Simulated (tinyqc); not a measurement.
Worked calculation: plane-wave Kohn-Sham cycle with exchange-only LDA in a layered model solid. One step of it, computed by the program tinyqc.

Problem. Iteration 1: levels at that k. Diagonalise the Hermitian matrix.

H (hartree), lower triangle:
```
           -2         -1         +0         +1        +2
-2   2.821238
-1  -0.125000   0.544513
+0   0.000000  -0.125000  -0.214396
+1   0.000000   0.000000  -0.125000   0.544513
+2   0.000000   0.000000   0.000000  -0.125000  2.821238
```

Give: eigenvalues.

Solution.

eigenvalues (hartree): -0.2538  0.5377  0.5770  2.8281  2.8281
